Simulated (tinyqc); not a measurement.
The basis set: RHF and MP2 along a ladder of basis sets, for H4, spin multiplicity 1. Computed by the program tinyqc with PySCF. Command: `OMP_NUM_THREADS=1 python tinyqc.py 114466 114467 out.jsonl`; one thread of a shared host (Intel(R) Xeon(R) Processor @ 2.60GHz), about 1 s.

Geometry (angstrom):
```
atom       x       y       z
H     0.0000  0.0000  0.0000
H     0.0000  0.0000  0.7970
H     0.0000  0.0000  1.7190
H     0.0000  0.0000  2.5160
```

Same geometry throughout; the dipole is taken about the origin.

RHF and frozen-core MP2 in a ladder of bases:
```
basis        functions  E(RHF) (hartree)  E(MP2 corr) (hartree)  HOMO (eV)  LUMO (eV)  dipole (debye)
sto-3g               4          -2.15726               -0.02977    -11.981     12.037           0.000
3-21g                8          -2.18811               -0.03788    -12.697      5.773           0.000
6-31g                8          -2.19468               -0.03813    -12.789      5.323           0.000
6-31g**             20          -2.20117               -0.05923    -12.801      5.329           0.000
cc-pvdz             20          -2.19683               -0.06082    -12.758      4.612           0.000
aug-cc-pvdz         36          -2.19736               -0.06370    -12.784      1.307           0.000
cc-pvtz             56          -2.20454               -0.07214    -12.812      3.960           0.000
```

From cc-pVDZ to cc-pVTZ the RHF energy falls by 7.7 mhartree and the correlation energy by 11.3. If valence correlation converges as X^-3, (27 E(T) - 8 E(D))/19 gives -0.0769 hartree, a rough estimate from such small X that usually falls short; STO-3G holds about 39 % of it. Beyond STO-3G the LUMO moves by 4.5 eV and the HOMO by 0.1 eV; diffuse functions lower the positive LUMO sharply, since an unbound virtual level tracks the most diffuse function.
